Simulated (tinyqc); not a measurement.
From results back to parameters: Wannier-Stark ladder of a miniband. Three cases, with inputs chosen for the exercise.

Problem. The lines of a Wannier-Stark ladder are spaced by e F d, and the strengths of the lines j = 1 and j = 0 stand as J_1(x)^2/J_0(x)^2 with x = W/(2 e F d) below the first zero of J_0, 2.405; 1 kV/cm = 0.01 meV/angstrom. Both were computed from hidden F and W.

Find: F; x; W.

Method. J_1/J_0 rises steadily from 0 to infinity on that interval, so the ratio fixes x, and W = 2 x e F d.

Case 1.

Values chosen (out of a larger set: near those of a non-polar GaN/AlGaN superlattice; not measured data): d = 42 angstrom (period).

spacing = 22.260 meV
ratio = 0.182286

Solution.

F = 53.0 kV/cm
x = 0.786
W = 35.0 meV

Case 2.

Values chosen (out of a larger set: near those of a GaAs/AlGaAs superlattice; not measured data): d = 106 angstrom (period).

spacing = 1.590 meV
ratio = 4.03388

Solution.

F = 1.50 kV/cm
x = 1.887
W = 6.0 meV

Case 3.

Values chosen (out of a larger set: near those of a non-polar GaN/AlGaN superlattice; not measured data): d = 38 angstrom (period).

spacing = 11.400 meV
ratio = 0.660374

Solution.

F = 30.0 kV/cm
x = 1.272
W = 29.0 meV

Computed by tinyqc, one run a case: `OMP_NUM_THREADS=1 python tinyqc.py N N+1 out.jsonl` with N = 1251180, 1251332, 1251341; one thread of a shared Intel(R) Xeon(R) Processor @ 2.30GHz, about 0.01 s a run at most.
